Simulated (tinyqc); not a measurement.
## Trap density from two Hall measurements

Problem. p-type body, charge-sheet picture, full ionisation (an idealisation for deep acceptors), Boltzmann statistics for free electrons. e = Ec - EF at the surface. psi = Eg - Vt ln(Nv/Na) - e; N_dep = sqrt(2 eps0 eps_r Na (psi - Vt)/q); n_f = sqrt(N_dep^2 + 2 eps0 eps_r Vt Nc exp(-e/Vt)/q) - N_dep; Vg = Vfb + psi + q (N_dep + n_t + n_f)/Cox, Cox = eps0 eox/tox. Find e and n_t at both points and the mean trap density between them.

Parameters, values chosen for the exercise; band and dielectric values close to those of 4H silicon carbide: temperature T = 400 K; band gap Eg = 3.24 eV; relative permittivity eps_r = 9.53; conduction-band density of states at T Nc = 2.6e19 cm^-3; valence-band density of states at T Nv = 3.82e19 cm^-3; relative permittivity of the insulator eox = 3.9; insulator thickness tox = 40 nm; acceptor density Na = 4.4e15 cm^-3; flat-band voltage without trapped charge Vfb = -2.14 V.

Constants: q = 1.602176634e-19 C, kB = 1.380649e-23 J/K, Vt = kB T/q, eps0 = 8.8541878128e-14 F/cm where lengths are in cm. Results are converted to the units shown.

Vg (V): 1.3937405  2.4081672
free sheet density from the Hall effect (cm^-2): 8.4094406e9  1.2873575e11

Solution. Each n_f fixes e; what the gate voltage holds beyond psi, N_dep and n_f is trapped; the difference quotient is the density, smeared over a few Vt.

e (eV): 0.254  0.154
n_t (cm^-2): 1.05e11  4.71e11
mean trap density = 3.66e12 cm^-2 eV^-1

Numbers from tinyqc (`OMP_NUM_THREADS=1 python tinyqc.py 2222203 2222204 out.jsonl`; about 0.02 s on one thread of a shared Intel Xeon 2.30GHz).
